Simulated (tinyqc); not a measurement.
Round or elliptic silicon nanowire with anisotropic valleys (Ritz method): one step. Lowest level in this basis. Three cases, with inputs chosen for the exercise.

Question. Solve H p = E S p for the wire level; give E, the ratios p2/p1 and p3/p1, and H11/S11.

Give: E; ratios; one function.

Case 1.

S, lower triangle:
```
,1,u^2,v^2
1,1.04719755
u^2,0.13089969,0.03926991
v^2,0.13089969,0.01308997,0.03926991
```

H (meV), lower triangle:
```
,1,u^2,v^2
1,190.487042
u^2,31.747840,36.225802
v^2,31.747840,3.968480,19.332919
```

Answer.

E = 173.7 meV

ratios: -0.27  -0.68

one function = 181.9 meV

The two added functions lower the level by 8.2 meV (4.5 %), mostly by narrowing the state along v, the direction in which the stretched ellipse is long.

Case 2.

S, lower triangle:
```
,1,u^2,v^2
1,1.04719755
u^2,0.13089969,0.03926991
v^2,0.13089969,0.01308997,0.03926991
```

H (meV), lower triangle:
```
,1,u^2,v^2
1,55.857548
u^2,9.309591,5.090654
v^2,9.309591,1.163699,11.201131
```

Answer.

E = 50.6 meV

ratios: -0.83  -0.25

one function = 53.3 meV

The two added functions lower the level by 2.8 meV (5.2 %), mostly by narrowing the state along u, the direction in which the stretched ellipse is long.

Case 3.

S, lower triangle:
```
,1,u^2,v^2
1,1.04719755
u^2,0.13089969,0.03926991
v^2,0.13089969,0.01308997,0.03926991
```

H (meV), lower triangle:
```
,1,u^2,v^2
1,173.043605
u^2,28.840601,15.721502
v^2,28.840601,3.605075,34.749549
```

Answer.

E = 156.7 meV

ratios: -0.83  -0.25

one function = 165.2 meV

The two added functions lower the level by 8.6 meV (5.2 %), mostly by narrowing the state along u, the direction in which the stretched ellipse is long.

Computed by tinyqc, one run a case: `OMP_NUM_THREADS=1 python tinyqc.py N N+1 out.jsonl` with N = 1282329, 1282434, 1282615; one thread of a shared Intel(R) Xeon(R) Processor @ 2.30GHz, about 0.06 s a run at most.
